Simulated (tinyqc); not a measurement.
Comparisons within one model: heavy doping: gap narrowing, degeneracy and the minority density. A value that a table varies takes the place of the one given here.

F_j(eta) = (1/Gamma(j + 1)) integral_0^infinity x^j dx/(1 + exp(x - eta)), which tends to exp(eta) for eta << 0.

Empirical narrowing (Slotboom form, constants chosen for the exercise; published fits of this form give the apparent narrowing, here it is taken as the true one): dEg = E0 [ln(N/N0) + sqrt(ln(N/N0)^2 + C)].

Majority: N = Nv F_1/2(eta), eta the distance of EF beyond the majority band edge in kT. Degeneracy factor gam = F_1/2(eta)/exp(eta). ni0^2 = Nc Nv exp(-Eg/kT); product n p = ni0^2 gam exp(dEg/kT), dEg the true narrowing; apparent narrowing dEa = dEg + kT ln gam; minority density = n p/N.

Bipolar transistor with N as emitter doping: beta = K (N/NB) exp((dEa_B + dG - dEa_E)/kT), dEa_E = dEg(N) + kT ln gam, dEa_B = dEg(NB). For the sweep in T, Nv is scaled as (T/T0)^(3/2) from its value at T0 = T.

Constants: kB = 8.617333262e-05 eV/K.

Parameters, chosen for this exercise (gap and densities of states near those of Si at this temperature; narrowing constants near the fits for Si; shifted at random, so the results belong to these values and not to a real crystal): Eg = 1.114 eV (gap); Nc = 2.58e+19 1/cm^3 (conduction-band density of states); Nv = 1.08e+19 1/cm^3 (valence-band density of states); T = 300 K; E0 = 6.72 meV (narrowing scale); N0 = 8.1e+16 1/cm^3 (onset density); C = 0.5 (smoothing constant); N = 1.1e+18 1/cm^3 (ionised acceptors, equal to the majority density); NB = 2e+17 1/cm^3 (base doping); K = 4 (ratio (D_B W_E)/(D_E W_B)); dG = 80 meV (extra narrowing of the base by alloying).

## Narrowing against degeneracy

N takes the values listed; the last column is N over the factor gam exp(dEg/kT), the doping that a simple model would need to give the same minority density.

Results:
```
N (1/cm^3)    eta      gam  dEg (meV)  dEa (meV)  minority (1/cm^3)  effective doping (1/cm^3)
3.0e+16     -5.89    0.999        1.5        1.5           1.90e+03                   2.83e+16
1.0e+17     -4.68    0.997        6.4        6.3                686                   7.84e+16
3.0e+17     -3.57    0.990       18.8       18.5                367                   1.46e+17
1.0e+18     -2.35    0.968       34.4       33.6                197                   2.73e+17
3.0e+18     -1.18    0.907       49.0       46.5                108                   4.97e+17
1.0e+19      0.25    0.724       65.1       56.7               48.2                   1.11e+18
3.0e+19      1.97    0.388       79.8       55.3               15.2                   3.53e+18
9.0e+19      4.79   0.0692       94.5       25.5               1.60                   3.36e+19
2.0e+20      8.36  0.00432      105.2      -35.5             0.0680                   7.91e+20
```

dEg grows steadily to 105.2 meV, while the apparent value peaks at 56.7 meV for N = 1e+19 and falls to -35.5 meV as the Fermi level enters the band (a negative value is not met in measurements: parabolic bands with a fixed mass overstate the filling). N grows by a factor 33 from the third to the sixth row and the effective doping by 7.6: net of degeneracy, narrowing takes away 77 % of the factor gained by heavier doping.

## Current gain against temperature

Gain:
```
T (K)      beta  beta with dG = 0  without narrowing
150    2.18e+03              4.47               22.0
200         684              6.59               22.0
250         342              8.34               22.0
300         216              9.77               22.0
350         155              10.9               22.0
400         121              11.9               22.0
450         100              12.8               22.0
```

dEa_B + dG - dEa_E at T0 = 59.0 meV

beta is 2.18e+03 at 150 K and 100 at 450 K, since the net exponent is positive: the gap is narrower in the base. At 300 K narrowing and degeneracy change the gain by a factor 0.444 and alloying the base by 22.1.

## What moves the minority density and the gain

All results formed anew. Each row changes one parameter from the base and keeps the others.

Results:
```
case                  dEg (meV)  dEa (meV)  minority (1/cm^3)  beta
base                      35.69      34.76                188   216
N = 2.2e+18 1/cm^3        44.88      43.02                129   314
E0 = 8.064 meV            42.83      41.90                247   182
N0 = 1.62e+17 1/cm^3      26.59      25.66                132   230
Eg = 1.134 eV             35.69      34.76               86.6   216
Nv = 1.4e+19 1/cm^3       35.69      34.98                245   214
NB = 4e+17 1/cm^3         35.69      34.76                188   151
```

The largest shifts from the base row, up to three for each result and ties (the steps differ in size, so this ranks the rows, not the parameters). dEg (meV): N +9.19, N0 -9.10, E0 +7.14; unchanged at the printed digits by Eg, Nv and NB. dEa (meV): N0 -9.10, N +8.26, E0 +7.14; unchanged at the printed digits by Eg and NB. minority (1/cm^3): Eg -101, E0 +59.7, N -58.5; unchanged at the printed digits by NB. beta: N +97.7, NB -64.8, E0 -33.6; unchanged at the printed digits by Eg.

tinyqc: `OMP_NUM_THREADS=1 python tinyqc.py 1682577 1682578 out.jsonl`; about 0.01 s, one thread, shared Intel(R) Xeon(R) Processor @ 2.30GHz.
